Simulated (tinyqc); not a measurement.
From results back to parameters: inversion layer as a triangular well, valleys of the Si type. Three cases, with inputs chosen for the exercise.

Problem. The spacing of the two lowest levels of one ladder was computed from a hidden sheet density Ns.

The field is taken as constant, e F = 4 pi (e^2/4 pi eps0)(Nd + eta Ns)/eps, with 1e12/cm^2 = 1e-4/angstrom^2, and the oxide as a hard wall at z = 0; c = hbar^2/2m0.

Level j of a valley lies at E_j = a_j (c (e F)^2/m_z)^(1/3) above the band edge at the surface, with the Airy zeros a_j = 2.338107, 4.087949, 5.520560, 6.786708, 7.944134, 9.022651, 10.040174, 11.008524, 11.936016, 12.828777, and has <z> = 2 E_j/(3 e F).

Constants: hbar^2/2m0 = 3.80998211 eV angstrom^2; e^2/(4 pi eps0) = 14.39964547 eV angstrom.

Case 1.

Values chosen (near those of Si; shifted at random, so the results belong to these values and not to a real crystal):
- m_z = 0.905 m0 (confinement mass)
- eps = 11.8 (dielectric constant)
- Nd = 0.14 x 1e12/cm^2 (depletion charge)
- eta = 0.5 (share of Ns in the effective field)

E_1 - E_0 = 30.7396 meV

Case 2.

Values chosen (near those of Si; shifted at random, so the results belong to these values and not to a real crystal):
- m_z = 0.908 m0 (confinement mass)
- eps = 11.7 (dielectric constant)
- Nd = 0.23 x 1e12/cm^2 (depletion charge)
- eta = 0.5 (share of Ns in the effective field)

E_1 - E_0 = 29.1878 meV

Case 3.

Values chosen (near those of Si; shifted at random, so the results belong to these values and not to a real crystal):
- m_z = 0.904 m0 (confinement mass)
- eps = 11.8 (dielectric constant)
- Nd = 1.1 x 1e12/cm^2 (depletion charge)
- eta = 0.5 (share of Ns in the effective field)

E_1 - E_0 = 58.6669 meV

Find: F; Ns.

Solution. e F = sqrt(m_z/c) [(E_1 - E_0)/(a_1 - a_0)]^(3/2), with a_0 and a_1 the first two zeros; then Ns = (eps e F/(4 pi e^2/4 pi eps0) - Nd)/eta.

Case 1.

F = 0.1135 MV/cm
Ns = 1.20 x 1e12/cm^2

Case 2.

F = 0.1052 MV/cm
Ns = 0.90 x 1e12/cm^2

Case 3.

F = 0.2990 MV/cm
Ns = 1.70 x 1e12/cm^2

Computed by tinyqc, one run a case: `OMP_NUM_THREADS=1 python tinyqc.py N N+1 out.jsonl` with N = 1280664, 1280729, 1280790; one thread of a shared Intel(R) Xeon(R) Processor @ 2.30GHz, about 0.04 s a run at most.
